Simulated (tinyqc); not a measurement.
X-ray photoelectron analysis of a thin oxide on a semiconductor: attenuation lengths, thickness, angle series and band offsets: one step, computed by the program tinyqc. Command: `OMP_NUM_THREADS=1 python tinyqc.py 3113097 3113098 out.jsonl xps walk`. One thread of a shared host (Intel(R) Xeon(R) Processor @ 2.30GHz), about 0.01 s of CPU time with the checks.

The same element is seen in the oxide and in the substrate, at nearly the same kinetic energy; films are flat and uniform, and the work function is ignored.

Task: Peak ratio. R_0 = (rho_o/M_o) L_o/((rho_s/M_s) L_s); peak ratio R = I_ox/I_sub = R_0 [exp(d/(L_o cos theta)) - 1]; hence d = L_o cos theta ln(1 + R/R_0). A carbon layer weakens both peaks alike, by exp(-d_C/(L_o cos theta)) if its L is taken equal to L_o. This R_0 leaves out intrinsic losses from the substrate peak, so calibrated values can be larger.

Inputs (values chosen for the exercise, modelled on SiO2 on 4H-SiC):
```
quantity                        value     unit
oxide density                    2.26   g/cm^3
oxide formula mass              60.08    g/mol
substrate density                3.21   g/cm^3
substrate formula mass           40.1    g/mol
oxide thickness d                 1.2       nm
emission angle from the normal     45  degrees
carbon overlayer                  0.5       nm
```

L in the oxide = 3.411212 nm

L in the substrate = 2.568749 nm

Give: R_0; d/(L_o cos theta); ratio R; oxide share of the counts; attenuation by carbon; depth 3 L_o cos theta.

Result:

R_0 = 0.6240

d/(L_o cos theta) = 0.4975

ratio R = 0.4022

oxide share of the counts = 0.2869

attenuation by carbon = 0.8128

depth 3 L_o cos theta = 7.236 nm
